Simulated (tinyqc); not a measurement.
Inside a calculation. Method: CIS on RHF in the 6-31g basis, for H2, spin multiplicity 1. One step of it, computed by the program tinyqc.

Task: CIS matrix, triplets. A(ia,jb) = (e_a - e_i) d_ij d_ab - (ij|ab).

orbital energies (hartree): MO1 -0.585994, MO2 0.229591, MO3 0.790803, MO4 1.362784

Two-electron integrals over orbitals (pq|rs), unique and non-zero (hartree):
```
(11|11) 0.638173    (21|21) 0.083585    (22|11) 0.434857    (22|22) 0.387529
(31|11) 0.162964    (31|22) 0.052370    (31|31) 0.107628    (32|21) -0.016436
(32|32) 0.035218    (33|11) 0.528429    (33|22) 0.383582    (33|31) 0.119952
(33|33) 0.464703    (41|21) -0.079990   (41|32) -0.025328   (41|41) 0.134198
(42|11) -0.143131   (42|22) -0.056930   (42|31) -0.074761   (42|33) -0.101079
(42|42) 0.069714    (43|21) -0.087879   (43|32) -0.006026   (43|41) 0.124101
(43|43) 0.133348    (44|11) 0.650169    (44|22) 0.443570    (44|31) 0.197895
(44|33) 0.549882    (44|42) -0.167894   (44|44) 0.725819
```

Give: CIS matrix A, triplet.

Result:

CIS matrix A, triplet (hartree), lower triangle:
```
        1>2     1>3     1>4
1>2  0.3807
1>3  0.0000  0.8484
1>4  0.1431  0.0000  1.2986
```
